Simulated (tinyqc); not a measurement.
# Vertical double-diffused power MOSFET, components of the on-resistance: On-resistance against the rated breakdown voltage of the drift layer

Stripe cells of pitch Wp + a, two channels a cell. Current flows through the channels, spreads in the accumulation layer, passes the gap between the p bodies and spreads at 45 degrees into the drift layer below them. Low drain voltage, full ionisation.

Triangular field at breakdown with Ec = Kc N^(1/8): BV = eps0 eps_r Ec^2/(2 q N), so N = (eps0 eps_r Kc^2/(2 q BV))^(4/3); W = 2 BV/Ec; mu = mud (T/300 K)^(-bt); rho = 1/(q mu N); ideal resistance rho W. Pitch p = Wp + a, Cox = 3.9 eps0/tox; zero-bias depletion in the gap w0 = sqrt(2 eps0 eps_r Vbi/(q N Nj)), open gap g = a - 2 w0; R_ch = Lc p/(2 mch Cox Vov); R_acc = 0.6 a p/(4 mac Cox Vov), 0.6 being an empirical factor for current leaving the layer along its length; R_gap = (rho/Nj) xp p/g; spreading depth t = min(W, (p - g)/2); R_drift = (rho p/2) ln((g + 2 t)/g) + rho (W - t); R_on = the sum with Rs.

Parameters, values chosen for the exercise; bulk values close to those of 4H silicon carbide:
```
symbol,value,unit,meaning
T,300,K,temperature
eps_r,10,,relative permittivity
Kc,22500,V/cm per (cm^-3)^(1/8),critical-field constant
mud,806,cm^2/(V s),drift mobility at 300 K
bt,2.5,,temperature exponent of the drift mobility
tox,68,nm,gate oxide thickness (eps_r 3.9)
Vov,7,V,gate overdrive
mch,24,cm^2/(V s),channel mobility
mac,140,cm^2/(V s),accumulation-layer mobility
Lc,0.9,um,channel length
Wp,2.8,um,"width of the p body in one cell, channels included"
a,2.3,um,gap between neighbouring p bodies
xp,0.8,um,depth of the p body
Nj,1,,doping of the gap over the drift doping
Vbi,2.95,V,built-in voltage of the body junction
Rs,0.082,mohm cm^2,substrate and contact resistance
```

Constants: q = 1.602176634e-19 C, eps0 = 8.8541878128e-14 F/cm where lengths are in cm. Results are converted to the units shown.

The same in every row: R_ch (mohm cm^2) = 2.690; R_acc (mohm cm^2) = 0.3536.

Result of one run:

| R_gap (mohm cm^2) | R_drift (mohm cm^2) | R_on (mohm cm^2) | ideal (mohm cm^2) | largest term |
|---|---|---|---|---|
| 0.09912 | 0.2861 | 3.511 | 0.2382 | channel |

Which rated breakdown voltage of the drift layer BV gave this result: 300, 490, 800, 2100 or 3500 V?

BV = 800 V.

The whole series:

| BV (V) | R_gap (mohm cm^2) | R_drift (mohm cm^2) | R_on (mohm cm^2) | ideal (mohm cm^2) | largest term |
|---|---|---|---|---|---|
| 300 | 0.02145 | 0.02971 | 3.177 | 0.02051 | channel |
| 490 | 0.04503 | 0.09037 | 3.261 | 0.06992 | channel |
| 800 | 0.09912 | 0.2861 | 3.511 | 0.2382 | channel |
| 1300 | 0.2363 | 0.9224 | 4.284 | 0.8017 | channel |
| 2100 | 0.6766 | 3.000 | 6.803 | 2.659 | drift |
| 3500 | 5.497 | 11.08 | 19.70 | 9.535 | drift |

R_on rises from 3.18 to 19.7 mohm cm^2. The channel term is the largest at BV = 300, the drift term from 2100 on. R_on is 155 times the ideal drift resistance in the first row and 2.07 times in the last. The ideal resistance goes as BV^(2.50), and R_on as BV^(2.08) between the last two rows.

Numbers from tinyqc (`OMP_NUM_THREADS=1 python tinyqc.py 2230003 2230004 out.jsonl`; about 0.01 s on one thread of a shared Intel Xeon 2.30GHz).
